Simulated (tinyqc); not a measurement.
Inside a calculation. Method: empirical pseudopotential in a few plane waves. Computed by tinyqc, a small Python program that keeps every step. Settings: plane-wave index or count = 15. Command: `OMP_NUM_THREADS=1 python tinyqc.py 25505 25506 out.jsonl` (the two numbers bound the seeds that draw the settings). One thread of a shared host (Intel(R) Xeon(R) Processor @ 2.60GHz), about 0.2 s of CPU time with the checks.

## Bloch Hamiltonian at G

Parameters chosen for this model: fcc lattice, atoms at +/- a/8 (1,1,1); form factors in rydberg at |G|^2 in units of (2 pi/a)^2:
```
parameter,value,unit
a,5.310000,angstrom
VS(3),-0.254000,Ry
VS(8),0.007000,Ry
VS(11),0.053000,Ry
VA(3),0,Ry
VA(4),0,Ry
VA(11),0,Ry
hbar^2/2m (2 pi/a)^2,5.334499,eV
```

k point G (2 pi / a): 0  0  0

Basis: the 15 shortest G (labels in 2 pi/a), the same at every k. H(G,G') = c |k + G|^2 delta + VS(|G-G'|^2) cos((G-G').tau) + i VA sin((G-G').tau), tau = a/8 (1,1,1); 1 Ry = 13.605693 eV.

H(k) at G (eV), lower triangle:
```
,+0+0+0,-1-1-1,-1-1+1,-1+1-1,-1+1+1,+1-1-1,+1-1+1,+1+1-1,+1+1+1,-2+0+0,+0-2+0,+0+0-2,+0+0+2,+0+2+0,+2+0+0
+0+0+0,0.0000
-1-1-1,2.4437,16.0035
-1-1+1,-2.4437,0.0000,16.0035
-1+1-1,-2.4437,0.0000,0.0952,16.0035
-1+1+1,-2.4437,-0.0952,0.0000,0.0000,16.0035
+1-1-1,-2.4437,0.0000,0.0952,0.0952,0.0000,16.0035
+1-1+1,-2.4437,-0.0952,0.0000,0.0000,0.0952,0.0000,16.0035
+1+1-1,-2.4437,-0.0952,0.0000,0.0000,0.0952,0.0000,0.0952,16.0035
+1+1+1,2.4437,0.0000,-0.0952,-0.0952,0.0000,-0.0952,0.0000,0.0000,16.0035
-2+0+0,0.0000,-2.4437,-2.4437,-2.4437,2.4437,0.5099,-0.5099,-0.5099,-0.5099,21.3380
+0-2+0,0.0000,-2.4437,-2.4437,0.5099,-0.5099,-2.4437,2.4437,-0.5099,-0.5099,0.0952,21.3380
+0+0-2,0.0000,-2.4437,0.5099,-2.4437,-0.5099,-2.4437,-0.5099,2.4437,-0.5099,0.0952,0.0952,21.3380
+0+0+2,0.0000,-0.5099,2.4437,-0.5099,-2.4437,-0.5099,-2.4437,0.5099,-2.4437,-0.0952,-0.0952,0.0000,21.3380
+0+2+0,0.0000,-0.5099,-0.5099,2.4437,-2.4437,-0.5099,0.5099,-2.4437,-2.4437,-0.0952,0.0000,-0.0952,0.0952,21.3380
+2+0+0,0.0000,-0.5099,-0.5099,-0.5099,0.5099,2.4437,-2.4437,-2.4437,-2.4437,0.0000,-0.0952,-0.0952,0.0952,0.0952,21.3380
```

## Levels at G

Diagonalise the Hermitian matrix.

eigenvalues (eV): -2.5374  11.7761  12.1220  12.1220  12.1220  15.9083  15.9083  15.9083  18.8267  21.1475  21.1475  25.1242  25.1242  25.1242  26.2320

## Bands along a path

The same steps at evenly spaced points between the labelled ones.

Bands along the path (eV), lowest eight:
```
k,band 1,band 2,band 3,band 4,band 5,band 6,band 7,band 8
L,0.0999,3.5620,11.0617,11.0617,12.5058,16.9083,16.9083,20.1307
L-G 0.20,-0.5418,4.3989,11.0691,11.0691,12.5673,16.8588,16.8588,20.3144
L-G 0.40,-1.3452,5.9381,11.2548,11.2548,12.8615,16.9396,16.9396,19.5629
L-G 0.60,-1.9936,7.8268,11.5807,11.5807,13.2997,16.7556,16.7556,17.4657
L-G 0.80,-2.3999,9.8968,11.9441,11.9441,13.3481,16.0525,16.2092,16.2092
G,-2.5374,11.7761,12.1220,12.1220,12.1220,15.9083,15.9083,15.9083
G-X 0.20,-2.3536,9.7604,11.6052,11.6052,14.1350,15.1272,16.7064,16.7064
G-X 0.40,-1.8053,7.6886,10.7118,10.7118,14.0491,15.4705,18.4273,18.4273
G-X 0.60,-0.9023,5.7366,9.9799,9.9799,13.3175,14.5859,20.3913,20.5016
G-X 0.80,0.3377,3.9247,9.5617,9.5617,13.0490,13.4231,22.7749,22.7749
X,1.8868,2.2961,9.5089,9.5089,12.7233,13.2972,25.2448,25.2448
```

With 4 band(s) filled, the highest filled level on these points lies at G and the lowest empty one at G: the bands touch or overlap, so there is no gap. This holds for the small fixed basis; with all plane waves up to |k + G|^2 = 21 (2 pi/a)^2 the gap along the path is 0.32 eV.

## Convergence with the number of plane waves

Levels at G counted from the fourth one.

Levels (eV):
```
plane waves,level 1,level 5,level 8
9,-18.4457,0.0000,0.3810
15,-14.6595,0.0000,3.7862
27,-14.1213,0.2099,3.4834
51,-14.0312,0.3543,3.6511
59,-14.0289,0.3881,3.5290
65,-14.0366,0.3881,3.5146
89,-14.0244,0.3831,3.5224
```
